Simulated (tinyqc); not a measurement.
Precursor delivery by bubblers, mass-transport growth and the solid composition of a III-V alloy: one step, computed by the program tinyqc.

1 sccm = 44.615 micromol/min; 1 torr = 133.322 Pa. The sources decompose fully at the surface.

Question. Partial pressures in the reactor. p_i = p n_i/(44615 F_t), F_t in slm; p_V = p F_V/(1000 F_t), counted per molecule supplied; V/III = 44.615 F_V/(n1 + n2); vapour fraction of source 2 = n2/(n1 + n2).

Inputs (values chosen for the exercise, modelled on triethylgallium (source 1) and trimethylindium (source 2) for the vapour pressures): bath temperature T1 = 284 K; bath temperature T2 = 296 K; total flow F_t = 30 slm; group-V flow F_V = 100 sccm; reactor pressure p = 760 torr.

molar flow 1 = 2.706596 micromol/min

molar flow 2 = 9.655797 micromol/min

Give: p_1; p_2; p_V; V/III ratio; vapour fraction of source 2.

Answer.

p_1 = 0.001537 torr

p_2 = 0.005483 torr

p_V = 2.533 torr

V/III ratio = 360.9

vapour fraction of source 2 = 0.7811
